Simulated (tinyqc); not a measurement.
# Gate sheet resistance from two finger widths

Inverse problem. At low frequency R = Rsh Wf/(3 L) + B/Wf, where B collects the channel and vertical terms. Find Rsh, B and the width of lowest R.

Parameters, values chosen for the exercise: channel length L = 0.2 um.

input resistance of single fingers, contacted at one end, of width 1.1 and 5.5 um (ohm): [79.424242, 209.48485]

Solution. R Wf is a straight line in Wf^2; the minimum of R lies where both terms are equal.

Rsh = 22.00 ohm/square
B = 43.00 ohm um
width of lowest R = 1.083 um

Numbers from tinyqc (`OMP_NUM_THREADS=1 python tinyqc.py 2262161 2262162 out.jsonl`; about 0.01 s on one thread of a shared Intel Xeon 2.30GHz).
